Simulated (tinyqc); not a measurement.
# Worked calculation: off-state leakage of single and stacked transistors

tinyqc, about 0.06 s, one thread, Intel Xeon 2.30GHz (shared host): `OMP_NUM_THREADS=1 python tinyqc.py 2242120 2242121 out.jsonl` Printed values are rounded.

n-channel devices of unit width. Subthreshold current I(Vg, Vs, Vd) = I0 (T/300 K)^0.5 exp[(Vg - Vs - VT(T) - gb (Vs - Vb) + dd (Vd - Vs))/(nf Vt)] (1 - exp(-(Vd - Vs)/Vt)), VT(T) = VT - cT (T - 300 K). Gate-edge tunnelling Ig (Vd/1 V) exp(ag (Vd - 1 V)), for a gate at 0 V, and band-to-band leakage Ab u exp(-Bb/u), u = Vd - Vb + 1 V, flow at a drain held at V; both are taken as independent of T. In a stack of off transistors (all gates at 0 V) the same subthreshold current passes through each.

Inputs (values chosen for the exercise); values of the order met in bulk silicon logic transistors:
- T = 358 K (temperature)
- V = 1.1 V (supply voltage)
- VT = 0.32 V (threshold at 300 K, zero drain and body bias)
- cT = 0.7 mV/K (fall of the threshold with temperature)
- I0 = 0.9 uA/um (current at threshold at 300 K)
- nf = 1.48 (slope factor)
- dd = 0.07 (drain-induced lowering per volt)
- gb = 0.1 (rise of the threshold per volt of source-body bias)
- Ig = 8e-5 uA/um (gate-edge tunnelling current at 1 V)
- ag = 4.7 1/V (exponential slope of the gate current)
- Ab = 90 uA/(um V) (prefactor of band-to-band leakage at the drain)
- Bb = 26 V (its exponential voltage)
- Vb = 0 V (body voltage)

Constants: q = 1.602176634e-19 C, kB = 1.380649e-23 J/K, Vt = kB T/q. Results are converted to the units shown.

## Leakage of one transistor

Vg = Vs = 0, Vd = V; effective threshold VT(T) - gb Vb - dd V.

effective threshold = 0.2024 V
parts (nA/um): subthreshold 11.6793, gate edge 0.140799, band-to-band 0.793382
total = 12.6135 nA/um
shares (%): subthreshold 92.5938, gate edge 1.11626, band-to-band 6.28995

The subthreshold part is the largest.

## Starting value

Vx = dd V/(1 + gb + 2 dd), the solution for Vx well above Vt, rounded to three decimals.

Vx at the start = 0.062 V

## Iteration 1: new Vx

Stack of two, Vx the node between them: I_low = I(0, 0, Vx), I_up = I(0, Vx, V), f = ln(I_up/I_low), f' = -(1 + gb + 2 dd)/(nf Vt) - 1/(Vt (exp(Vx/Vt) - 1)) - 1/(Vt (exp((V - Vx)/Vt) - 1)), Vx(new) = Vx - f/f'.

I_low = 2.05963 nA/um
I_up = 2.38465 nA/um
f = 0.146529
f' = -32.1752 1/V
Vx after iteration 1 = 0.0665541 V

## Iteration 2: new Vx

As before.

I_low = 2.11811 nA/um
I_up = 2.12199 nA/um
f = 0.00182877
f' = -31.3967 1/V
Vx after iteration 2 = 0.0666123 V

## Iteration 3: new Vx

As before.

I_low = 2.11882 nA/um
I_up = 2.11882 nA/um
f = 2.63317e-7
f' = -31.3876 1/V
Vx after iteration 3 = 0.0666123 V

## Course of the iteration

Stop when the step is below 1e-11 V, or after 40 iterations.

Course of the iteration:
```
iteration  Vx before the step (V)  step (V)
1                           0.062   4.55e-3
2                       0.0665541   5.82e-5
3                       0.0666123   8.39e-9
4                       0.0666123   < 1e-15
```

Converged in 4 iterations. The subthreshold current of the stack is 2.119 nA/um, 5.51 times less than that of one transistor (the drain leakage is unchanged); the estimate exp[dd V (1 + gb + dd)/((1 + gb + 2 dd) nf Vt)] gives 4.91.
